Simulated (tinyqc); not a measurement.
Interface traps from C-V curves, high-low and Terman methods: one step of the calculation.

MOS capacitor on an n-type substrate; psi is the band bending, negative in depletion; only majority carriers are counted. At the bending psi the Fermi level lies y = xi - psi below the conduction edge at the surface, xi = Vt ln(Nc/Nd). Dit(y) = D0 + D1 exp(-y/E1); traps fill up to the Fermi level, follow the bias and a slow signal, and do not follow a fast one. V is the gate voltage from flat band.

Question. Terman extraction. psi at each point follows from C_HF and the ideal curve. Dit = (Cox/q) d(V - V0)/dpsi by central differences over the two neighbours.

Constants: q = 1.602176634e-19 C. Results are converted to the units shown.

| point | psi (V) | V0 (V) | V (V) |
|---|---|---|---|
| 0 | -0.34000000 | -1.1223004 | -1.2911290 |
| 1 | -0.28983333 | -1.0069557 | -1.1646268 |
| 2 | -0.23966667 | -0.8850646 | -1.0287738 |
| 3 | -0.18950000 | -0.7541563 | -0.8801979 |
| 4 | -0.13933333 | -0.6097625 | -0.7132395 |
| 5 | -0.08916667 | -0.4426407 | -0.5170824 |
| 6 | -0.03900000 | -0.2307159 | -0.2675717 |

Cox = 181.74386 nF/cm^2

Find: Dit by Terman.

Answer.

Dit by Terman, point 1 to 5 (cm^-2 eV^-1): [2.8400e11, 3.5760e11, 4.5486e11, 5.8338e11, 7.5321e11]

The differences overstate the curved tail; the largest error is 1.2 %, at point 5.

Range of the model: In a narrow-gap semiconductor minority carriers respond as well once the bending nears the inversion point; they are left out.

tinyqc, about 0.01 s, one thread, Intel Xeon 2.30GHz (shared host): `OMP_NUM_THREADS=1 python tinyqc.py 2030065 2030066 out.jsonl`
